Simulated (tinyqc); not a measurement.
Inside a calculation. Model: Heisenberg magnet: exchange from energy differences, ordering vector, linear spin waves and ordering temperature. Computed by tinyqc, a small Python program that keeps every step. Command: `OMP_NUM_THREADS=1 python tinyqc.py 3019955 3019956 out.jsonl magnon walk`. One thread of a shared host (Intel(R) Xeon(R) Processor @ 2.30GHz), about 0.2 s of CPU time with the checks. Intermediate numbers are printed to about 7 digits and carried at full precision; extremes and crossings named in words are read from the listed rows.

H = -sum over pairs <ij> J_ij S_i.S_j - K sum_i (S_i^z)^2, each pair once, J > 0 ferromagnetic. First neighbours: 8 at a (0.5, 0.5, 0.5), second: 6 at a (1, 0, 0), with all permutations and signs.

Inputs (values chosen for the exercise, for a model magnet):
```
quantity                 value      unit
exchange J1              -3.57       meV
exchange J2               0.46       meV
spin S                     2.5         -
single-ion anisotropy K  0.017       meV
lattice constant a        4.25  angstrom
mesh divisions n            24         -
temperature T              380         K
```

Lattice: bcc. Order: Neel (nearest neighbours antiparallel).

wave vector q (2 pi/a): 0.34  0.3  0.23

Constants: h x 1 THz = 4.135667696 meV; k_B = 8.617333262e-05 eV/K.

## Energies of ordered states

J(q) = J1 g1(q) + J2 g2(q), g_s(q) = sum over shell s of cos(q.R). A classical spiral or collinear state of wave vector Q has the exchange energy -(S^2/2) J(Q) per site.

States, Q in 2 pi/a:
```
Q                             g1  g2  energy (meV/site)
G (0, 0, 0)         8.000000e+00   6             80.625
H (1, 0, 0)        -8.000000e+00   6            -97.875
N (0.5, 0.5, 0)                0  -2              2.875
P (0.5, 0.5, 0.5)   4.930381e-32  -6              8.625
```

The lowest of these is H (1, 0, 0), 100.750 meV per site below N (0.5, 0.5, 0).

## Back from energy differences to J1 and J2

Subtract the first row of the table from the second and third: dE = -(S^2/2)(dg1 J1 + dg2 J2), two equations for two unknowns, as in mapping total energies onto a spin model.

coefficients:
```
   J1  J2
1  50   0
2  25  25
```

energy differences (meV/site): -178.50  -77.75

J1, J2 (meV): -3.57  0.46

## Magnon energy at q

g_s(q) = sum over shell s of cos(q.R), z1 = g1(0). A(q) = S [-J1 g1(0) + J2 (g2(0) - g2(q))] + (2S - 1) K, B(q) = S J1 g1(q), E(q) = sqrt(A^2 - B^2). The factor 2S - 1 removes the anisotropy for S = 1/2.

g1(q) = 1.699258

g2(q) = -1.439021

E(q) = 78.57262 meV

frequency = 18.99877 THz

## Long waves and the gap

sum R_x^2 over the shells is s1 = 2 a^2 and s2 = 2 a^2. Without K, E = c q with c = S sqrt(z1 |J1| (|J1| s1 + J2 s2)); the gap is E(0) = sqrt(k (k + 2 S z1 |J1|)), k = (2S - 1) K.

spin-wave velocity c = 161.2039 meV angstrom

gap = 3.116893 meV

Exchange enhances the gap to 45.8 times (2S - 1) K, the geometric mean of anisotropy and exchange.

## Dispersion

The formulas are those given above.

Energies (meV); H = (1, 0, 0), N = (0.5, 0.5, 0) in 2 pi/a:
```
line  fraction of the way      E(q)  sqrt(gap^2 + c^2 q^2)
G-H                  0.10  23.65388                24.0353
G-H                  0.20  44.72924                47.7665
G-H                  0.30  61.52870                71.5649
G-H                  0.40  72.33875                95.3803
G-H                  0.50  76.06800               119.2024
G-N                  0.10  16.98250                17.1378
G-N                  0.25  39.84888                42.2451
G-N                  0.50  67.17031                84.3176
G-N                  0.75  78.62848               126.4284
G-N                  1.00  80.66800               168.5488
```

At the end of the G-H rows the long-wave form is 1.57 times the true energy. At the end of the G-N rows the long-wave form is 2.09 times the true energy. It holds to 5 % in 2 of the ten rows; nearer the zone boundary the cosine flattens the band.

## Loss of moment

Mesh: q = sum_i (m_i + 1/2)/n b_i, m_i = 0..n-1, b = [[0, 1, 1], [1, 0, 1], [1, 1, 0]] in 2 pi/a; <..> is the mean over the mesh. n = 1/(exp(E/(k_B T)) - 1); zero-point loss <A/(2E) - 1/2>, thermal loss <(A/E) n>; moment = S less the losses.

zero-point loss = 0.05212575

thermal loss = 0.1902542

moment <S^z> = 2.257620

Zero-point motion removes 2.1 % of S. The thermal loss is 7.61 % of S.

## Ordering temperature

K left out. Mean field: k_B T = S (S + 1) J(Q)/3 at the ordering vector Q; random-phase (Tyablikov): k_B T = [S (S + 1)/3] / <1/(J(Q) - J(q))>; Curie-Weiss theta = S (S + 1) J(0)/(3 k_B).

mean-field ordering temperature = 1060.073 K

random-phase ordering temperature = 789.3661 K

Curie-Weiss temperature = -873.2400 K

The random-phase value is 0.74 of mean field, since it weights the soft long waves (a harmonic mean of J(Q) - J(q) in place of the arithmetic one); on this mesh it lies slightly high. |theta|/T(mean field) = 0.82: below 1, as the ferromagnetic J2 helps the order.

Checks made by the program: the long-wave formula against the dispersion (relative difference 2e-06).
